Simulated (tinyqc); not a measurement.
Chemically amplified photoresist: aerial image, acid generation, bake, development and line width: one step, computed by the program tinyqc. Command: `OMP_NUM_THREADS=1 python tinyqc.py 3026226 3026227 out.jsonl resist walk`. One thread of a shared host (Intel(R) Xeon(R) Processor @ 2.30GHz), about 0.02 s of CPU time with the checks.

Lines and spaces of pitch p with a two-beam-like image; x = 0 is the middle of the bright space. The resist is positive and treated as uniform in depth.

Problem. Acid image and its blur. Dose E(x) = E [1 + c cos(2 pi x/p)]; acid h = 1 - exp(-C E(x)). Bake: the acid image is blurred by a Gaussian of variance sigma^2 = 2 D t (each Fourier term k of h, taken on 64 points, is multiplied by exp(-4 pi^2 k^2 D t/p^2)). Cosine coefficients: h(x) = sum_k h_k cos(2 pi k x/p).

Inputs (values chosen for the exercise, for a model resist at 193 nm):
```
quantity            value     unit
pitch p               150       nm
image contrast c     0.53        -
mean dose E          10.3  mJ/cm^2
Dill parameter C    0.032  cm^2/mJ
acid diffusivity D    1.6   nm^2/s
bake time t            60        s
```

Give: diffusion length sigma = sqrt(2 D t); h_0 to h_4 before the bake; h_0 to h_4 after the blur; blur factor of the first harmonic.

Solution.

diffusion length sigma = sqrt(2 D t) = 13.86 nm

h_0 to h_4 before the bake: 0.2753  0.1261  -0.0055  0.0002  0.0000

h_0 to h_4 after the blur: 0.2753  0.1066  -0.0028  0.0000  0.0000

blur factor of the first harmonic = 0.8450

sigma/p = 0.092; the blur keeps 84 % of the modulation.
